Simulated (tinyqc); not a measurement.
Resistance of a source-drain extension with a graded tip: one step of the calculation.

y runs along the channel, the gate covers y > 0. The doping is N0 for y < y0 and N0 10^(-(y - y0)/la) beyond, uniform over the depth xj. Sheet conductance s(y) = q mu(N) max(N - Nch, 0) xj + (for y > 0) ma Cox Vo, with mu(N) = u0 + (u1 - u0)/(1 + (N/Nr)^au) and Cox = eps0 eox/tox. Current is taken as one-dimensional; depletion of the tip, spreading and the contact are left out. The metallurgical junction lies at yj, where N = Nch.

Problem. Sheet resistances and junction position. yj = y0 + la log10(N0/Nch); sheet resistance of the full extension 1/[q mu(N0)(N0 - Nch) xj] and of the gate-induced layer 1/(ma Cox Vo); metallurgical length Lg - 2 yj; ye is where the doped and the gate-induced conductances are equal.

Parameters, values chosen for the exercise; mobility law close to that of electrons in silicon: relative permittivity of the gate insulator (close to silicon dioxide) eox = 3.9; insulator thickness tox = 3.1 nm; active doping of the extension far from the gate N0 = 5.7e19 cm^-3; lateral abruptness la = 5 nm/decade; position under the gate where the fall begins (gate edge at 0) y0 = 3.6 nm; depth of the extension xj = 13 nm; channel doping Nch = 5.6e17 cm^-3; gate overdrive Vo = 0.78 V; mobility of the gate-induced layer ma = 180 cm^2/(V s); mobility at low doping u1 = 1414 cm^2/(V s); mobility at high doping u0 = 68.5 cm^2/(V s); reference doping Nr = 9.2e16 cm^-3; exponent au = 0.711; gate length Lg = 40 nm.

Constants: q = 1.602176634e-19 C, eps0 = 8.8541878128e-14 F/cm where lengths are in cm. Results are converted to the units shown.

Give: yj; sheet resistance of the extension; sheet resistance of the induced layer; metallurgical length; ye; N at ye.

Solution.

yj = 13.638 nm
sheet resistance of the extension = 1033.9 ohm/square
sheet resistance of the induced layer = 6394.1 ohm/square
metallurgical length = 12.723 nm
ye = 8.4082 nm
N at ye = 6.2264e18 cm^-3

The gate takes over 5.23 nm before the junction, where N is still 11.1 times the channel doping.

Numbers from tinyqc (`OMP_NUM_THREADS=1 python tinyqc.py 2282019 2282020 out.jsonl`; about 0.04 s on one thread of a shared Intel Xeon 2.30GHz).
